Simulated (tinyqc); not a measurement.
Inputs raised by 5 %, one at a time: thermal boundary conductance by the acoustic and diffuse mismatch models. Computed by tinyqc, a small Python program. Command: `OMP_NUM_THREADS=1 python tinyqc.py 3003286 3003287 out.jsonl kapitza sens`. One thread of a shared host (Intel(R) Xeon(R) Processor @ 2.30GHz), about 0.01 s of CPU time with the checks.

Each side has one longitudinal and two transverse Debye branches, omega = v q up to q_D = (6 pi^2 n)^(1/3), with n counting all atoms. Scattering at the interface is elastic. Electrons are left out of G, also for metals. Melting is ignored. G refers to the temperatures of the phonons sent towards the interface. Linear branches over all atoms overstate G at high T, most for crystals with several atoms a cell.

Inputs (values chosen for the exercise, modelled on silicon carbide (side 1) and magnesium oxide (side 2)):
```
quantity                    value     unit
density rho_1                3.18   g/cm^3
longitudinal velocity vL_1  12900      m/s
transverse velocity vT_1     7260      m/s
atom density n_1               96   1/nm^3
conductivity kappa_1          403  W/(m K)
density rho_2                3.55   g/cm^3
longitudinal velocity vL_2   9870      m/s
transverse velocity vT_2     5990      m/s
atom density n_2              107   1/nm^3
conductivity kappa_2         56.3  W/(m K)
temperature T                  50        K
thickness d_1                1800       nm
thickness d_2               72000       nm
heat flux J                   1.6  kW/cm^2
```

Structure: film on a substrate.

Constants: hbar = 1.054571817e-34 J s; k_B = 1.380649e-23 J/K.

Method:
- omega_c = v q_D for each branch, given as hbar omega_c/k_B; impedance Z = rho v.
- No mode conversion. t(theta) = 4 Z_1 Z_2 cos(theta_1) cos(theta_2)/N^2, with N = Z_2 cos(theta_1) + Z_1 cos(theta_2) for L (the form for pressure waves) and N = Z_1 cos(theta_1) + Z_2 cos(theta_2) for both T branches (the form for shear waves polarised along the interface); sin(theta_2) = (v_2/v_1) sin(theta_1), and t = 0 beyond the critical angle arcsin(v_1/v_2); the mean over the incoming flux is alpha = 2 int t sin(theta_1) cos(theta_1) d theta_1 (64 Gauss-Legendre points).
- A phonon forgets its side and branch: alpha(1 to 2) = S_2/(S_1 + S_2), S_i = 1/vL_i^2 + 2/vT_i^2.
- G = (k_B^4 T^3/(8 pi^2 hbar^3)) int W(x) x^4 e^x/(e^x - 1)^2 dx, x = hbar omega/(k_B T). Acoustic mismatch: W = sum over the three branches of alpha(1 to 2)/v_1^2, each up to the lower of its two cut-offs. Diffuse mismatch: W = S_1 S_2/(S_1 + S_2), where S_i sums 1/v^2 over the branches of side i still below their cut-off. Radiation limit: W = min(S_1, S_2). The integral is split at the four cut-offs (64 Gauss-Legendre points a piece, x at most 45).
- Boundary resistance R = 1/G and Kapitza length kappa_2/G use the diffuse value.
- In series: Delta T = J (d_1/kappa_1 + R + d_2/kappa_2), with bulk conductivities in the layers and one-dimensional flow.

Runs; columns: (1) input moved; (2) from; (3) to; (4) G, diffuse mismatch (MW/(m^2 K)); (5) Kapitza length in side 2 (nm); (6) total rise Delta T (K); (7) diffuse alpha, 1 to 2:
```
(1)                                 (2)      (3)     (4)     (5)     (6)      (7)
base run                              -        -  33.612  1675.0  21.009  0.60027
transverse velocity vT_1 (m/s)     7260     7623  31.939  1762.8  21.034  0.62017
density rho_2 (g/cm^3)             3.55   3.7275  33.612  1675.0  21.009  0.60027
longitudinal velocity vL_2 (m/s)   9870  10363.5  33.416  1684.8  21.012  0.59677
temperature T (K)                    50     52.5  38.905  1447.1  20.945  0.60027
conductivity kappa_2 (W/(m K))     56.3   59.115  33.612  1758.8  20.035  0.60027
thickness d_1 (nm)                 1800     1890  33.612  1675.0  21.013  0.60027
thickness d_2 (nm)                72000    75600  33.612  1675.0  22.032  0.60027
```

Exponents ln(y'/y) / ln(x'/x):
```
input                       G, diffuse mismatch  Kapitza length in side 2  total rise Delta T  diffuse alpha, 1 to 2
transverse velocity vT_1                 -1.046                     1.046               0.024                  0.668
density rho_2                             0.000                     0.000               0.000                  0.000
longitudinal velocity vL_2               -0.120                     0.120               0.003                 -0.120
temperature T                             2.998                    -2.998              -0.063                  0.000
conductivity kappa_2                      0.000                     1.000              -0.973                  0.000
thickness d_1                             0.000                     0.000               0.003                  0.000
thickness d_2                             0.000                     0.000               0.975                  0.000
```

Among the inputs moved here: G, diffuse mismatch answers most in size to temperature T (exponent +2.998), next to transverse velocity vT_1 (-1.046); its exponent is below 0.0005 for density rho_2, conductivity kappa_2, thickness d_1, thickness d_2. Its exponent 0.000 in density rho_2: the diffuse model does not use the densities. Its exponent +2.998 in temperature T: the T^3 law of long waves. Kapitza length in side 2 answers most in size to temperature T (exponent -2.998), next to transverse velocity vT_1 (+1.046); its exponent is below 0.0005 for density rho_2, thickness d_1, thickness d_2. Total rise Delta T answers most in size to thickness d_2 (exponent +0.975), and about equally to conductivity kappa_2 (-0.973); its exponent is below 0.0005 for density rho_2. Diffuse alpha, 1 to 2 answers most in size to transverse velocity vT_1 (exponent +0.668), next to longitudinal velocity vL_2 (-0.120); its exponent is below 0.0005 for density rho_2, temperature T, conductivity kappa_2, thickness d_1, thickness d_2.

Caution (all rows): kappa_2 is of room-temperature size, so the Kapitza length is only nominal at this T. Caution (all rows): the rise is not small against T, so constant conductivities fail; a rise of thousands of kelvin would destroy the stack. Caution (all rows): the conductivities are of room-temperature size; at this T real values can differ much and free paths can be long. Caution (all rows): R from emitted-phonon temperatures is too large for use in series with Fourier layers, by up to a factor of about 2.
